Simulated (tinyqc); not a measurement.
MOSFET in the linear regime without short-channel effects, parameter extraction from computed curves: two steps of the calculation.

Inversion charge Q = Cox n Vt W0(exp((Vg - VT)/(n Vt))), W0 the Lambert function and n = nf; u = Q/Cox; mobility mu = mu0/(1 + th1 u + th2 u^2); channel resistance Rch = (L - dL)/(W mu Q); Id = Vd/(Rch + Rsd/W). Cox = eps0 eox/tox. Small Vd, no channel-length or drain effects.

Parameters, values chosen for the exercise; channel values of the order met in silicon transistors:
- eox = 8.88 (relative permittivity of the gate insulator (close to aluminium oxide))
- tox = 13 nm (insulator thickness)
- mu0 = 230 cm^2/(V s) (low-field mobility)
- th2 = 0 1/V^2 (second mobility attenuation factor)
- VT = 0.49 V (threshold voltage)
- W = 0.5 um (gate width)
- L = 0.26 um (drawn gate length)
- dL = 0.008 um (drawn less effective length)
- Vd = 0.01 V (drain voltage)

Constants: eps0 = 8.8541878128e-14 F/cm where lengths are in cm. Results are converted to the units shown.

Task 1. Threshold and mobility at the peak transconductance. gm_i = (Id_(i+1) - Id_(i-1))/(Vg_(i+1) - Vg_(i-1)); at the point j of largest gm the tangent meets the axis at V_ext = Vg_j - Id_j/gm_j; field-effect mobility gm_j L/(W Cox Vd) with the drawn L.

```
point  Vg (V)       Id (uA)
0        0.25  1.3154719e-4
1        0.37  0.0035000893
2        0.49   0.056038379
3        0.61    0.23167990
4        0.73    0.45686763
5        0.85    0.68308174
6        0.97    0.89737233
7        1.09     1.0966302
8        1.21     1.2807254
9        1.33     1.4505185
10       1.45     1.6071757
11       1.57     1.7519068
```

Wanted: gm; j; V_ext; field-effect mobility.

Result 1.

gm, point 1 to 10 (uS): 0.2329  0.9507  1.670  1.881  1.835  1.723  1.597  1.475  1.360  1.256
j = 4
V_ext = 0.4871 V
field-effect mobility = 161.7 cm^2/(V s)

V_ext is 2.9 mV below the model VT, and the mobility so found is 32 % below mu0 L/(L - dL) = 237 cm^2/(V s), the value for the drawn L; attenuation, series resistance and the slow approach of Q to a straight line all lower the peak gm.

Task 2. The Y function. Y_i = Id_i/sqrt(gm_i). For Id = beta Vd x/(1 + th x), x = Vg - VT, Y = sqrt(beta Vd) x whatever th. Slope s from points 7 and 10; VT_Y = Vg - Y/s at point 10; beta = s^2/Vd; mobility beta L/(W Cox) with the drawn L; th* = (beta Vd x/Id - 1)/x at point 10.

```
point  Vg (V)       Id (uA)
0        0.25  1.3154719e-4
1        0.37  0.0035000893
2        0.49   0.056038379
3        0.61    0.23167990
4        0.73    0.45686763
5        0.85    0.68308174
6        0.97    0.89737233
7        1.09     1.0966302
8        1.21     1.2807254
9        1.33     1.4505185
10       1.45     1.6071757
11       1.57     1.7519068
```

gm, point 1 to 10 (uS): 0.23294513  0.95074923  1.6701219  1.8808410  1.8354362  1.7231188  1.5973044  1.4745344  1.3602096  1.2557846

Wanted: Y; s; VT_Y; beta; mobility from Y; th*.

Result 2.

Y, point 1 to 10 (uA^0.5 V^0.5): 0.0072519  0.057472  0.17927  0.33313  0.50420  0.68362  0.86769  1.0547  1.2437  1.4342
s = 1.5736 uA^0.5 V^-0.5
VT_Y = 0.53859 V
beta = 247.62 uA/V^2
mobility from Y = 212.90 cm^2/(V s)
th* = 0.44351 1/V

The mobility from Y is 10 % below mu0 L/(L - dL) = 237 cm^2/(V s), which it should reach in deep inversion when th2 = 0.

Numbers from tinyqc (`OMP_NUM_THREADS=1 python tinyqc.py 2210097 2210098 out.jsonl`; about 0.01 s on one thread of a shared Intel Xeon 2.30GHz).
